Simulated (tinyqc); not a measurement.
# Changing the trap density Q_t

Model: grain-boundary trapping model (Seto) of a polycrystalline semiconductor film. Computed by tinyqc, a small Python program. Command: `OMP_NUM_THREADS=1 python tinyqc.py 3012061 3012062 out.jsonl poly sweep`. One thread of a shared host (Intel(R) Xeon(R) Processor @ 2.30GHz), about 0.01 s of CPU time with the checks.

Grains of equal size L are joined by thin boundaries with one trap level. Trapped carriers deplete a width W on each side and raise a barrier, crossed by thermionic emission. Dopants are fully ionised, statistics are non-degenerate and mu_g does not depend on T.

Inputs (values chosen for the exercise, modelled on polycrystalline silicon):
```
quantity                                     value        unit
permittivity eps                              11.7           -
effective mass m                              0.29         m_0
effective density of states at 300 K, N_c  2.8e+19      1/cm^3
grain size L                                    99          nm
trap level E_t below the band edge            0.41          eV
doping N                                   1.5e+18      1/cm^3
mobility inside the grains mu_g                170  cm^2/(V s)
temperature T                                  400           K
```

Grain interior: resistance included.

Constants: k_B = 8.617333262e-05 eV/K; e = 1.602176634e-19 C; eps_0 = 8.8541878128e-12 F/m; m_0 = 9.1093837015e-31 kg; k_B = 1.380649e-23 J/K.

Method:
- N_c(T) = N_c (T/300 K)^(3/2). Filled traps Q = Q_t/(1 + (1/2) exp((E_t* - E_F)/k_B T)), where E_t* = e V_B - E_t and E_F are counted from the band edge at the grain centre. Partial depletion: Q = 2 N W, V_B = e N W^2/(2 eps eps_0), E_F = k_B T ln(N/N_c); solve for W. If that W would exceed L/2 the grain is fully depleted: W = L/2, Q = N L, and E_F follows from the trap equation. Centre density n_0 = N_c exp(E_F/k_B T).
- Boundary: sigma_b = L e^2 n_0 exp(-e V_B/k_B T)/sqrt(2 pi m k_B T); drift through the grain, depleted parts included: rho_g = [(1 - 2W/L) + (2W/L) int_0^1 exp(y^2 s^2) ds]/(e n_0 mu_g); rho = 1/sigma_b + rho_g. Mean carrier density n_av = n_0 [(1 - 2W/L) + (2W/L) (sqrt(pi)/2) erf(y)/y], y = sqrt(e V_B/k_B T); effective mobility 1/(e n_av rho).
- E_a = d ln(rho)/d(1/k_B T) from T - 5 K and T + 5 K; temperature coefficient d ln(rho)/dT.

One run for each value; columns: (1) trap density Q_t (1/cm^2); (2) resistivity rho (ohm cm); (3) barrier V_B (V); (4) effective mobility (cm^2/(V s)); (5) activation energy E_a (eV):
```
(1)              (2)      (3)         (4)          (5)
4.50e+11  2.7205e-02  0.00261  1.5307e+02  -1.4306e-03
7.10e+11  2.7587e-02  0.00650  1.5126e+02  -1.0746e-03
1.10e+12  2.8739e-02  0.01559  1.4622e+02   2.1833e-04
1.80e+12  3.4698e-02  0.04173  1.2430e+02   8.6400e-03
2.80e+12  8.4989e-02  0.10068  5.3928e+01   6.2042e-02
7.20e+12  1.5522e+01  0.29464  3.4563e-01   4.1425e-01
1.10e+13  3.6260e+01  0.32422  1.5102e-01   4.2768e-01
1.80e+13  7.4203e+01  0.34914  7.5058e-02   4.3318e-01
```

Give the missing row, trap density Q_t (1/cm^2) = 4.50e+12.

Computed row; columns: (1) trap density Q_t (1/cm^2); (2) resistivity rho (ohm cm); (3) barrier V_B (V); (4) effective mobility (cm^2/(V s)); (5) activation energy E_a (eV):
```
(1)              (2)      (3)         (4)         (5)
4.50e+12  2.2757e+00  0.22726  2.2441e+00  3.1128e-01
```

Interpolating between the two neighbouring rows (the first column on a logarithmic scale, the others too where they are positive) misses most in effective mobility (cm^2/(V s)), by 90 %. Over the rows, resistivity rho (ohm cm) rises from 0.0272 to 74.2 (exponent d ln y / d ln x 0.031 between the first rows and 1.5 between the last); barrier V_B (V) rises from 0.00261 to 0.349 (exponent d ln y / d ln x 2.0 between the first rows and 0.15 between the last); effective mobility (cm^2/(V s)) falls from 153 to 0.0751 (exponent d ln y / d ln x -0.026 between the first rows and -1.4 between the last). At the low end the exponent of barrier V_B is 2.00, close to 2: V_B = e Q_t^2/(8 eps eps_0 N). Lowering Q_t, as passivation does, from the last row to the first cuts rho by 3.4 decades.

Caution (rows 4.50e11, 7.10e11, 1.10e12, 1.80e12): e V_B is below 2 k_B T, where the depletion approximation fails and the mean density does not balance the trapped charge.
